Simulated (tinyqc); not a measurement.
Inside a calculation: shallow donor in effective-mass theory, with valley-orbit splitting. Values are carried at full precision from step to step, so a last printed digit may differ when a step is redone from the rounded ones.

Constants: Ry = 13.60569312 eV; a0 (Bohr radius) = 0.5291772105 angstrom; hbar^2/2m0 = 3.80998211 eV angstrom^2; e^2/(4 pi eps0) = 14.39964547 eV angstrom.

Parameters, chosen for this exercise (near those of a group-V donor in Si; shifted at random, so the results belong to these values and not to a real crystal): ml = 0.927 m0 (longitudinal mass); mt = 0.194 m0 (transverse mass); eps = 11.3 (dielectric constant); a = 28.7 angstrom (trial radius across the axis); b = 14.5 angstrom (trial radius along the axis); E0 = -32.3 meV (single-valley level); D0 = 2.46 meV (central-cell shift); D1 = 2.1 meV (coupling of perpendicular valleys); D2 = 0.91 meV (coupling of opposite valleys); Ds = -29 meV (strain splitting: z valleys less the others).

## Hydrogen-like estimates

Ry* = Ry m/eps^2 and a* = a0 eps/m for four choices of one mass: mt, the conductivity mass 3/(1/ml + 2/mt), the density-of-states mass (ml mt^2)^(1/3), and ml.

Estimates:
```
mass,m (m0),Ry* (meV),a* (angstrom)
mt,0.1940,20.67,30.82
conductivity,0.2634,28.07,22.70
density of states,0.3268,34.82,18.30
ml,0.9270,98.77,6.45
```

## Energy of one trial function

One valley: H = -c [(d2/dx2 + d2/dy2)/mt + (d2/dz2)/ml] - q/(eps r), c = hbar^2/2m0, q = e^2/(4 pi eps0). Trial function exp(-sqrt((x^2 + y^2)/a^2 + z^2/b^2)) with a > b: T = (c/3)(2/(mt a^2) + 1/(ml b^2)), V = -(q/eps) atan(u/b)/u, u = sqrt(a^2 - b^2). The central cell of the impurity is left out.

Evaluate T, V and E. Scaling both radii by f changes T to T/f^2 and V to V/f, so the best factor is f = -2T/V, with energy -V^2/(4T).

T = 22.411 meV
V = -53.568 meV
E = -31.156 meV
best scale factor = 0.8367
energy after scaling = -32.009 meV

The virial ratio -V/T is 2.390; it is 2 at the best scale. Scaling gains 0.853 meV.

## Scan over the shape

For each ratio b/a = 0.2, 0.3, ..., 0.9 the best scale follows from a = -2 T1/V1, with T1 and V1 taken at a = 1 angstrom.

Scan:
```
b/a,a (angstrom),b (angstrom),E (meV)
0.2,53.16,10.63,-16.751
0.3,33.48,10.04,-25.256
0.4,26.87,10.75,-29.993
0.5,24.11,12.05,-31.960
0.6,22.88,13.73,-32.278
0.7,22.39,15.67,-31.696
0.8,22.29,17.83,-30.654
0.9,22.42,20.18,-29.400
```

The best listed ratio is 0.6; (mt/ml)^(1/2) = 0.46 and (mt/ml)^(1/3) = 0.59 are common guesses.

## The minimum

Minimise over a and b. The Mott estimate n_c = (0.25/a_m)^3 uses a_m = (a^2 b)^(1/3); 1/angstrom^3 = 1e24/cm^3.

a = 23.09 angstrom
b = 13.30 angstrom
E = -32.306 meV
a_m = 19.21 angstrom
n_c = 2.20 x 1e18/cm^3

b/a = 0.576. The binding energy is 1.563 times Ry*(mt). The central cell of a real donor shrinks the orbit and raises n_c (3.7 x 1e18/cm^3 for P in Si).

## The valley-orbit matrix

Basis: the 1s envelopes of the valleys +x, -x, +y, -y, +z, -z. Diagonal E0 - D0, element -D2 between opposite valleys and -D1 between perpendicular ones. Strain along [001] adds 2 Ds/3 to the z valleys and -Ds/3 to the others.

Fill it in with the strain.

H (meV), lower triangle:
```
,+x,-x,+y,-y,+z,-z
+x,-25.093
-x,-0.910,-25.093
+y,-2.100,-2.100,-25.093
-y,-2.100,-2.100,-0.910,-25.093
+z,-2.100,-2.100,-2.100,-2.100,-54.093
-z,-2.100,-2.100,-2.100,-2.100,-0.910,-54.093
```

## Levels and ground state

Diagonalise. For the lowest state give the amplitudes (positive) and (sum of amplitudes)^2/6, the contact density relative to no strain.

levels (meV): -56.353  -53.183  -28.854  -24.183  -24.183  -21.803

amplitudes: +x 0.1108, -x 0.1108, +y 0.1108, -y 0.1108, +z 0.6895, -z 0.6895

relative contact density = 0.5533

The z valleys hold 95.1 % of the ground state, against 33.3 % without strain.

## Checks

- Energy from 21 anisotropic Gaussians against the two-parameter function, meV: -32.35 against -32.31.
- Unstrained levels against E0 - D0 - 4 D1 - D2 (A1), E0 - D0 + D2 (T2, threefold) and E0 - D0 + 2 D1 - D2 (E, twofold): they agree to 1e-10 or better.

Computed by tinyqc, a small Python program: `OMP_NUM_THREADS=1 python tinyqc.py 1252033 1252034 out.jsonl` (the numbers bound the seed that draws the inputs); one thread of a shared host (Intel(R) Xeon(R) Processor @ 2.30GHz), about 0.01 s for the whole set of steps.
